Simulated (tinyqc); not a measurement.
Thermal boundary conductance by the acoustic and diffuse mismatch models: one step, computed by the program tinyqc.

Each side has one longitudinal and two transverse Debye branches, omega = v q up to q_D = (6 pi^2 n)^(1/3), with n counting all atoms. Scattering at the interface is elastic. Electrons are left out of G, also for metals. Melting is ignored. G refers to the temperatures of the phonons sent towards the interface. Linear branches over all atoms overstate G at high T, most for crystals with several atoms a cell.

Problem. Cut-off frequencies and impedances. omega_c = v q_D for each branch, given as hbar omega_c/k_B; impedance Z = rho v.

Inputs (values chosen for the exercise, modelled on copper (side 1) and gold (side 2)):
```
quantity,value,unit
density rho_1,9.05,g/cm^3
longitudinal velocity vL_1,4890,m/s
transverse velocity vT_1,2510,m/s
atom density n_1,85,1/nm^3
density rho_2,19.5,g/cm^3
longitudinal velocity vL_2,3340,m/s
transverse velocity vT_2,1310,m/s
atom density n_2,60.8,1/nm^3
```

Structure: film on a substrate.

Constants: hbar = 1.054571817e-34 J s; k_B = 1.380649e-23 J/K.

Give: Branches.

Solution.

Branches:
```
branch,v (m/s),cut-off (K),Z (1e6 kg/(m^2 s))
"L, side 1",4890,640,44.2545
"T, side 1",2510,329,22.7155
"L, side 2",3340,391,65.1300
"T, side 2",1310,153,25.5450
```
